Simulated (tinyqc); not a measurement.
## Channel resistance from two points of the on-state curve

Inverse problem. In the p-i-n model Von = V1 + 2 Vt ln(J/(1 A/cm^2)) + J Rch, with V1 independent of J. Find Rch and V1.

Parameters, values chosen for the exercise: temperature T = 350 K.

Constants: q = 1.602176634e-19 C, kB = 1.380649e-23 J/K, Vt = kB T/q. Results are converted to the units shown.

Von at J = 50 and 150 A/cm^2 (V): [0.99858932, 1.2748591]

Solution. Remove the logarithmic junction term; the rest is linear in J.

Rch = 2.100 mohm cm^2
V1 = 0.6576 V

Numbers from tinyqc (`OMP_NUM_THREADS=1 python tinyqc.py 2590047 2590048 out.jsonl`; about 0.01 s on one thread of a shared Intel Xeon 2.30GHz).
